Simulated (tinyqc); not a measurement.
# From one set of inputs to another, one input at a time

Model: one anharmonic mode: perturbation theory, self-consistent phonons and exact levels. Computed by tinyqc, a small Python program. Command: `OMP_NUM_THREADS=1 python tinyqc.py 3001749 3001750 out.jsonl scp ladder`. One thread of a shared host (Intel(R) Xeon(R) Processor @ 2.30GHz), about 0.1 s of CPU time with the checks.

V(x) = k x^2/2 + b x^4 for one coordinate x of mass M. A constant K > 0 gives hbar Omega = sqrt((hbar^2/u) K/M) with K in eV/angstrom^2 and M in u.

The inputs printed are set A. Inputs not listed in the table keep their values of set A, so the rows need not describe a real material.

Inputs (values chosen for the exercise, for a model mode):
```
quantity             value           unit
mode mass M           66.6              u
harmonic constant k   3.63  eV/angstrom^2
quartic constant b    5.24  eV/angstrom^4
temperature T          160              K
mixing                 0.5              -
```

Shape: single well.

Constants: hbar^2/u = 4.18015928e-03 eV angstrom^2; k_B = 8.617333262e-05 eV/K.

Method:
- Self-consistent phonon, centred at x = 0: K = k + 12 b <x^2>, <x^2> = (hbar Omega/(2K)) coth(hbar Omega/(2 k_B T)).
- Start at K = |k|; K(new) = K + mixing x (K_out - K), but at least K/20; stop when |K_out - K| < 1e-9 |k| or after 90 steps.
- Its free energy is F = k_B T ln[2 sinh(hbar Omega/(2 k_B T))] + (k - K)<x^2>/2 + 3 b <x^2>^2, an upper bound to the exact one.
- Basis: oscillator states n of the constant |k|, with x = s (a + a+), s^2 = hbar Omega/(2|k|); H = hbar Omega (n + 1/2) + (k - |k|) x^2/2 + b x^4, with exact matrix elements of x^2 and x^4.
- Exact values use 120 basis states: F = -k_B T ln sum exp(-E_n/(k_B T)), and <x^2> is the Boltzmann mean.

Each row keeps all changes above it:
```
input moved                          from    to  self-consistent quantum (meV)  E_1 - E_0 (meV)  exact <x^2> (angstrom^2)
set A                                   -     -                         15.599           15.357                 0.0039343
temperature T (K)                     160   230                         15.768           15.357                 0.0052811
quartic constant b (eV/angstrom^4)   5.24   138                         22.557           19.549                 0.0028629
harmonic constant k (eV/angstrom^2)  3.63  3.91                         22.817           19.932                 0.0027936
mode mass M (u)                      66.6  89.6                         19.585           16.805                 0.0027542
```

Where does the difference come from?

Self-consistent quantum goes from 15.6 to 19.6, a factor 1.26 in all. The largest single move comes from quartic constant b (a factor 1.43), and mode mass M works against it (a factor 0.858). E_1 - E_0 goes from 15.4 to 16.8, a factor 1.09 in all. The largest single move comes from quartic constant b (a factor 1.27), and mode mass M works against it (a factor 0.843). Exact <x^2> goes from 0.00393 to 0.00275, a factor 0.700 in all. The largest single move comes from quartic constant b (a factor 0.542), and temperature T works against it (a factor 1.34). The single moves hold for this order of the switches; the total does not depend on the order.

Extremes, crossings and ranges named in words are read from the listed rows.
